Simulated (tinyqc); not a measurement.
## Short-channel transistor, virtual-source model with series resistance: effect of the temperature on the on and off currents

The current per gate width is the charge at the top of the source barrier (the virtual source) times its velocity times a saturation function; al and be are fitting constants of the model. Units: I in uA/um, Rs in ohm um, so I Rs = 1e-6 I Rs in volts; Q in uC/cm^2, so I = 1e-4 Q vx0 Fsat with vx0 in cm/s.

Intrinsic voltages Vg' = Vgs - I Rs, Vd' = Vds - 2 I Rs. n = n0 + nd Vd', VT = VT0 - dl Vd', Ff = 1/(1 + exp((Vg' - VT + al Vt/2)/(al Vt))), Q = Cinv n Vt ln(1 + exp((Vg' - VT + al Vt Ff)/(n Vt))), Vdsat = (vx0 L/mu)(1 - Ff) + Vt Ff, Fsat = u/(1 + u^be)^(1/be) with u = Vd'/Vdsat, and I = Q vx0 Fsat per width. I is solved self-consistently. Ion is I at Vgs = Vds = 0.9 V, Ioff at Vgs = 0, Vds = 0.9 V, and Rlin = Vds/I at Vgs = 0.9 V, Vds = 0.05 V. mu, vx0, VT0, dl and n0 are held fixed.

Parameters, values chosen for the exercise: inversion capacitance Cinv = 3.49 uF/cm^2; velocity at the virtual source vx0 = 2.24e7 cm/s; apparent mobility mu = 89 cm^2/(V s); channel length L = 90 nm; threshold at zero drain voltage VT0 = 0.49 V; drain-induced barrier lowering dl = 0.083 V/V; subthreshold factor n0 = 1.56; growth of n with drain voltage nd = 0 1/V; threshold shift (in units of Vt) from weak to strong inversion al = 3.5; sharpness of saturation be = 1.8; series resistance of each contact Rs = 150 ohm um.

Constants: q = 1.602176634e-19 C, kB = 1.380649e-23 J/K, Vt = kB T/q. Results are converted to the units shown.

Result of one run:
```
T (K)  Ion (uA/um)  Ioff (nA/um)  log10(Ion/Ioff)  Rlin (ohm um)
290          771.1         65.51            4.071           1010
```

What becomes of these results when the temperature T is changed from 290 to 410 K, all else the same?

Result of the changed run:
```
T (K)  Ion (uA/um)  Ioff (nA/um)  log10(Ion/Ioff)  Rlin (ohm um)
410          785.6          1862            2.625          994.5
```

The whole series:
```
T (K)  Ion (uA/um)  Ioff (nA/um)  log10(Ion/Ioff)  Rlin (ohm um)
200          766.2        0.3861            6.298           1014
230          767.3         3.309            5.365           1013
260          768.9         17.44            4.644           1012
290          771.1         65.51            4.071           1010
320          773.9         192.2            3.605           1007
350          777.2         468.4            3.220           1003
380          781.2         988.5            2.898          999.3
410          785.6          1862            2.625          994.5
```

As T goes from 200 to 410 K, Ion rises from 766 to 786 uA/um, Ioff rises from 0.386 to 1860 nA/um and Rlin falls from 1010 to 995 ohm um. Ion changes by a factor of 1.03 and Ioff by 4820. At T = 410 K the off current passes 1 uA/um, so the device is hardly off at Vgs = 0.

Computed by the program tinyqc: `OMP_NUM_THREADS=1 python tinyqc.py 2380052 2380053 out.jsonl`, one thread of a shared Intel Xeon 2.30GHz, about 0.01 s for the whole run.
